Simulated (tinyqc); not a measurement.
Size effects in the resistivity of thin metal films and interconnect lines: one step, computed by the program tinyqc. Command: `OMP_NUM_THREADS=1 python tinyqc.py 3015944 3015945 out.jsonl size walk`. One thread of a shared host (Intel(R) Xeon(R) Processor @ 2.30GHz), about 0.01 s of CPU time with the checks.

Electrons lose their drift at surfaces (a share 1 - p of the hits) and at grain boundaries (reflection R), besides bulk scattering. The line sits in a trench with a non-conducting liner on both walls and the bottom; the spacing equals the drawn width.

Problem. Surfaces. Fuchs-Sondheimer film: rho_b/rho = 1 - (3/(2 kappa))(1 - p) int_0^1 (s - s^3)(1 - exp(-kappa/s))/(1 - p exp(-kappa/s)) ds, f = rho/rho_b, kappa = thickness/lambda, 80 Gauss-Legendre points. Line: the excess of a film of thickness w_m and of a film of thickness h_m are added, rho/rho_b = 1 + (f(w_m) - 1) + (f(h_m) - 1), an estimate that holds best when both sides exceed lambda.

Inputs (values chosen for the exercise, modelled on molybdenum): bulk mean free path lambda = 10.6 nm; specularity p = 0.63.

Geometry: line.

metal width w_m = 13 nm

metal height h_m = 20 nm

Give: kappa = w_m/lambda; f(w_m); f(h_m); rho/rho_b from surfaces.

Solution.

kappa = w_m/lambda = 1.2264

f(w_m) = 1.1210

f(h_m) = 1.0780

rho/rho_b from surfaces = 1.1990
